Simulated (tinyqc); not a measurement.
Worked calculation: thermal boundary conductance by the acoustic and diffuse mismatch models. Computed by tinyqc, a small Python program that keeps every step. Command: `OMP_NUM_THREADS=1 python tinyqc.py 3028703 3028704 out.jsonl kapitza walk`. One thread of a shared host (Intel(R) Xeon(R) Processor @ 2.30GHz), about 0.01 s of CPU time with the checks. Intermediate numbers are printed to about 6 digits and carried at full precision; extremes and crossings named in words are read from the listed rows.

Each side has one longitudinal and two transverse Debye branches, omega = v q up to q_D = (6 pi^2 n)^(1/3), with n counting all atoms. Scattering at the interface is elastic. Electrons are left out of G, also for metals. Melting is ignored. G refers to the temperatures of the phonons sent towards the interface. Linear branches over all atoms overstate G at high T, most for crystals with several atoms a cell.

Inputs (values chosen for the exercise, modelled on diamond (side 1) and silica (side 2)):
```
quantity                    value     unit
density rho_1                 3.5   g/cm^3
longitudinal velocity vL_1  17600      m/s
transverse velocity vT_1    13000      m/s
atom density n_1              176   1/nm^3
conductivity kappa_1         2250  W/(m K)
density rho_2                2.25   g/cm^3
longitudinal velocity vL_2   6110      m/s
transverse velocity vT_2     3790      m/s
atom density n_2             67.2   1/nm^3
conductivity kappa_2         1.42  W/(m K)
temperature T                 150        K
thickness d_1                 690       nm
thickness d_2                 7.9       nm
heat flux J                    42  kW/cm^2
```

Structure: superlattice.

Constants: hbar = 1.054571817e-34 J s; k_B = 1.380649e-23 J/K.

## Cut-off frequencies and impedances

omega_c = v q_D for each branch, given as hbar omega_c/k_B; impedance Z = rho v.

Branches:
```
branch     v (m/s)  cut-off (K)  Z (1e6 kg/(m^2 s))
L, side 1    17600      2936.48             61.6000
T, side 1    13000      2168.99             45.5000
L, side 2     6110       739.56             13.7475
T, side 2     3790       458.75              8.5275
```

## Acoustic mismatch: transmission of each branch

No mode conversion. t(theta) = 4 Z_1 Z_2 cos(theta_1) cos(theta_2)/N^2, with N = Z_2 cos(theta_1) + Z_1 cos(theta_2) for L (the form for pressure waves) and N = Z_1 cos(theta_1) + Z_2 cos(theta_2) for both T branches (the form for shear waves polarised along the interface); sin(theta_2) = (v_2/v_1) sin(theta_1), and t = 0 beyond the critical angle arcsin(v_1/v_2); the mean over the incoming flux is alpha = 2 int t sin(theta_1) cos(theta_1) d theta_1 (64 Gauss-Legendre points).

Transmission:
```
branch  t at normal incidence  largest angle from side 1 (deg)  alpha, 1 to 2  alpha, 2 to 1
L                    0.596660                               90       0.447484      0.0539305
T                    0.531696                               90       0.691896      0.0588075
```

For L waves from side 1 no critical angle exists; the mean is 0.45 against 0.60 at normal incidence. For T waves from side 1 no critical angle exists; the mean is 0.69 against 0.53 at normal incidence.

## Diffuse mismatch: transmission at low frequency

A phonon forgets its side and branch: alpha(1 to 2) = S_2/(S_1 + S_2), S_i = 1/vL_i^2 + 2/vT_i^2.

S_1 = 1.50626e-08 s^2/m^2

S_2 = 1.66023e-07 s^2/m^2

diffuse alpha, 1 to 2 = 0.916820

## Boundary conductance

G = (k_B^4 T^3/(8 pi^2 hbar^3)) int W(x) x^4 e^x/(e^x - 1)^2 dx, x = hbar omega/(k_B T). Acoustic mismatch: W = sum over the three branches of alpha(1 to 2)/v_1^2, each up to the lower of its two cut-offs. Diffuse mismatch: W = S_1 S_2/(S_1 + S_2), where S_i sums 1/v^2 over the branches of side i still below their cut-off. Radiation limit: W = min(S_1, S_2). The integral is split at the four cut-offs (64 Gauss-Legendre points a piece, x at most 45). Boundary resistance R = 1/G and Kapitza length kappa_2/G use the diffuse value.

G, acoustic mismatch = 96.3348 MW/(m^2 K)

G, diffuse mismatch = 226.667 MW/(m^2 K)

G, radiation limit = 300.421 MW/(m^2 K)

boundary resistance R = 4.41176 m^2 K/GW

Kapitza length in side 2 = 6.26470 nm

The diffuse value is 2.35 times the acoustic one and 75 % of the radiation limit. Diffuse scattering raises G here: it ignores the impedance mismatch and lets phonons change direction and branch. Caution: kappa_2 is of room-temperature size, so the Kapitza length is only nominal at this T.

## Conductance against temperature

The formulas are those given above.

G (MW/(m^2 K)):
```
T (K)  acoustic mismatch  diffuse mismatch  radiation limit
2            7.85458e-04        0.00112605       0.00122821
5              0.0122728         0.0175945        0.0191908
10             0.0981822          0.140756         0.153527
20              0.785457           1.12605          1.22821
40               6.22942           8.98049          9.82519
80               37.1928           63.3808          75.1735
150              96.3348           226.667          300.421
300              149.689           430.327          598.939
600              171.359           524.479          739.523
1000             176.695           548.496          775.549
```

All three follow T^3 at the cold end (exponent 3.00 for the diffuse model) and flatten at high T (exponent 0.09 at the hot end); the lowest cut-off is 459 K. The ratio of diffuse to acoustic goes from 1.43 to 3.10. The plateau is set by the frequencies that both sides share.

## Cross-plane conductivity of the superlattice

kappa_eff = (d_1 + d_2)/(d_1/kappa_1 + d_2/kappa_2 + 2 R), two interfaces a period, with bulk conductivities in the layers; the gradient is J/kappa_eff.

kappa_eff = 47.4970 W/(m K)

kappa_eff without interfaces = 118.892 W/(m K)

interface share of the resistance = 0.600502

temperature gradient = 8.84267 K/micrometre

Layers and interfaces share the resistance. Caution: the conductivities are of room-temperature size; at this T real values can differ much and free paths can be long. Caution: R from emitted-phonon temperatures is too large for use in series with Fourier layers, by up to a factor of about 2. Caution: layers this thin are often below the phonon free path, where bulk conductivities and independent interfaces no longer hold.

Checks made by the program: detailed balance alpha_12/v_1^2 = alpha_21/v_2^2 (relative difference below 1e-10); low-temperature limit G = pi^2 k_B^4 T^3 alpha S_1/(30 hbar^3) (relative difference below 1e-10).
